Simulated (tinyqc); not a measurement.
Inside a calculation. Model: thermionic-field emission through a Schottky barrier, WKB.

Computed by the program tinyqc: `OMP_NUM_THREADS=1 python tinyqc.py 2640004 2640005 out.jsonl`, one thread of a shared Intel Xeon 2.30GHz, about 0.03 s for the whole run. Printed values are rounded.

Metal on an n-type semiconductor with one parabolic valley; V > 0 is forward bias (metal positive). Energies E are counted from the conduction edge of the neutral semiconductor, whose Fermi level lies at -xi; that of the metal lies at -xi - V. The barrier is a parabola of height Vd = phi - xi - V (depletion approximation, no image force).

Inputs (values chosen for the exercise); band and dielectric values close to those of gallium arsenide:
```
symbol   value   unit                             meaning
T          300      K                         temperature
me      0.0662     m0                       electron mass
eps_r       13                      relative permittivity
phi       0.43     eV  barrier height seen from the metal
Nd      3.3e18  cm^-3                       donor density
V         0.11      V                                bias
nE          11                  points of the energy grid
Eb        0.49     eV        upper end of the energy grid
```

Constants: q = 1.602176634e-19 C, kB = 1.380649e-23 J/K, hbar = 1.054571817e-34 J s, h = 6.62607015e-34 J s, m0 = 9.1093837015e-31 kg, Vt = kB T/q, eps0 = 8.8541878128e-14 F/cm where lengths are in cm. Results are converted to the units shown.

Range of the model: The depletion approximation, a parabolic band and the neglect of image-force lowering make these currents estimates at high doping.

## Fermi level, barrier and E00

Nc = 2 (2 pi me m0 kB T/h^2)^1.5 (times 1e-6 for cm^-3); Nd = Nc F12(-xi/Vt), F12(x) = (2/sqrt(pi)) int_0^infinity sqrt(u)/(1 + exp(u - x)) du; E00 = (hbar/2) sqrt(Nd/(me m0 eps0 eps_r)) in SI units (volts). W = sqrt(2 eps0 eps_r Vd/(q Nd)).

Nc = 4.27424e17 cm^-3
xi = -0.117203 eV
Vd = 0.437203 V
W = 13.7972 nm
E00 = 36.3566 meV
E00/Vt = 1.40634

By a common rule of thumb, E00/Vt below 0.5 marks thermionic emission, 0.5 to 5 thermionic-field emission and above 5 field emission. By that rule alone: thermionic-field emission; with a high barrier, tunnelling near its top can carry most of the current even below 0.5.

## Current density on a coarse grid

For E < Vd, ln T(E) = -(Vd/E00) [sqrt(1 - y) - y ln((1 + sqrt(1 - y))/sqrt(y))], y = E/Vd; T(E) = 1 above. J = A* T (q/kB) int_0^infinity T(E) N(E) dE, N = ln[(1 + exp((-xi - E)/Vt))/(1 + exp((-xi - V - E)/Vt))], A* = 4 pi q me m0 kB^2/h^3 (times 1e-4 for A/(cm^2 K^2)). Simpson's rule on nE equally spaced points from 0 to Eb.

```
point    E (eV)        T(E)           N      T(E) N
0      0.000000  5.99009e-6     3.70217  2.21763e-5
1      0.049000  1.28199e-4     2.52616  3.23852e-4
2      0.098000  0.00103435     1.10260  0.00114048
3      0.147000  0.00560373    0.269985  0.00151292
4      0.196000   0.0229399   0.0456890  0.00104810
5      0.245000   0.0746992  0.00700379  5.23178e-4
6      0.294000    0.198235  0.00105560  2.09257e-4
7      0.343000    0.431703  1.58685e-4  6.85049e-5
8      0.392000    0.761630  2.38453e-5  1.81613e-5
9      0.441000           1  3.58297e-6  3.58297e-6
10     0.490000           1  5.38369e-7  5.38369e-7
```

J = 6596.77 A/cm^2

The integrand peaks at E = 0.147 eV among these points, 0.34 of the barrier height. A converged quadrature gives 6606 A/cm^2 (this grid is 0.15 % below that), of which 0.045 % passes over the barrier.
